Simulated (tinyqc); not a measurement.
Classical nucleation, growth and JMAK kinetics of crystallisation from a melt or glass: one step, computed by the program tinyqc.

A spherical nucleus with a sharp interface of isotropic energy gamma; lambda = Omega^(1/3) is the jump distance.

Problem. Fraction transformed and grain size. JMAK with steady nucleation and growth, nuclei spread at random: extended fraction X_e = (pi/3) I u^3 t^4, X = 1 - exp(-X_e); t_X = [-3 ln(1 - X)/(pi I u^3)]^(1/4); final grains per volume = Gamma(5/4) (3/pi)^(1/4) (I/u)^(3/4), Gamma(5/4) = 0.9064024771. Grain size = (grains per volume)^(-1/3).

Inputs (values chosen for the exercise, for a model substance): temperature T = 806 K; time t = 1.1 s.

Nucleation: homogeneous. Driving force: Thompson-Spaepen.

nucleation rate I = 0.002667823 1/(m^3 s)

growth velocity u = 0.001443753 m/s

Give: extended fraction; fraction X at t; half time t_0.5; grains per volume; grain size.

Solution.

extended fraction = 1.231e-11

fraction X at t = 1.231e-11

half time t_0.5 = 535.8 s

grains per volume = 1.420 1/m^3

grain size = 8.897e+05 micrometre

t is 0.0021 half times: nearly nothing has crystallised. Caution: a grain size above a centimetre means that a sample waits for single nuclei, and the half time has no meaning.
